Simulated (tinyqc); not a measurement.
Inside a calculation: heavy doping: gap narrowing, degeneracy and the minority density. Values are carried at full precision from step to step, so a last printed digit may differ when a step is redone from the rounded ones.

Empirical narrowing (Slotboom form, constants chosen for the exercise; published fits of this form give the apparent narrowing, here it is taken as the true one): dEg = E0 [ln(N/N0) + sqrt(ln(N/N0)^2 + C)].

Constants: kB = 8.617333262e-05 eV/K; e^2/(4 pi eps0) = 14.39964547 eV angstrom.

Inputs chosen for the exercise (gap and densities of states near those of Si at this temperature; narrowing constants near the fits for Si; not measured data): N = 2.5e+19 1/cm^3 (ionised donors, equal to the majority density); E0 = 7.87 meV (narrowing scale); N0 = 1.1e+17 1/cm^3 (onset density); C = 0.5 (smoothing constant); Nc = 2.74e+19 1/cm^3 (conduction-band density of states); Eg = 1.125 eV (gap); Nv = 1.14e+19 1/cm^3 (valence-band density of states); T = 300 K; eps = 11.7 (dielectric constant); Mv = 6 (majority valleys).

## Gap narrowing

Evaluate at N.

ln(N/N0) = 5.4262
dEg (empirical fit) = 85.77 meV

Well above N0 each decade of doping adds 2 E0 ln 10 = 36.2 meV.

## Degeneracy of the majority band

F_j(eta) = (1/Gamma(j + 1)) integral_0^infinity x^j dx/(1 + exp(x - eta)), which tends to exp(eta) for eta << 0.

Majority: N = Nc F_1/2(eta), eta the distance of EF beyond the majority band edge in kT. Degeneracy factor gam = F_1/2(eta)/exp(eta). ni0^2 = Nc Nv exp(-Eg/kT); product n p = ni0^2 gam exp(dEg/kT), dEg the true narrowing; apparent narrowing dEa = dEg + kT ln gam; minority density = n p/N.

Solve for eta and form gam.

N/Nc = 0.9124
eta = 0.2269
gam = 0.7272

## Product and minority density

Combine both effects.

ni0 = 6.28e+09 1/cm^3
exp(dEg/kT) = 27.6
dEa = 77.5 meV
sqrt(n p) = 2.81e+10 1/cm^3
minority density = 31.6 1/cm^3

Narrowing multiplies the product by 27.6 and degeneracy by 0.727; together they change the minority density by a factor 20.1 against ni0^2/N.

## Two estimates of the size

Two physical estimates, e2 = e^2/(4 pi eps0), N in 1/angstrom^3: exchange shift at the Fermi level, Ex = (e2/eps) kF/pi with kF = (3 pi^2 N/Mv)^(1/3); screened-pair energy (Lanyon-Tuft), Es = (3/4)(e2/eps) qs with qs^2 = (4 pi e2 N/(eps kT)) F_-1/2(eta)/F_1/2(eta).

Evaluate both at N.

kF = 0.04978 1/angstrom
Ex = 19.50 meV
Es = 98.45 meV

Against the fitted dEg = 85.8 meV, Ex is 0.23 and Es 1.15 times as large; each keeps one mechanism only, and Ex assumes a strongly degenerate gas, while here eta is only 0.23.

## Checks

- Minority density against the Boltzmann occupation of the other band at the narrowed gap (1/cm^3): both 31.63.

(tinyqc, `OMP_NUM_THREADS=1 python tinyqc.py 1682643 1682644 out.jsonl`, Intel(R) Xeon(R) Processor @ 2.30GHz, 1 thread, shared host, about 0.01 s.)
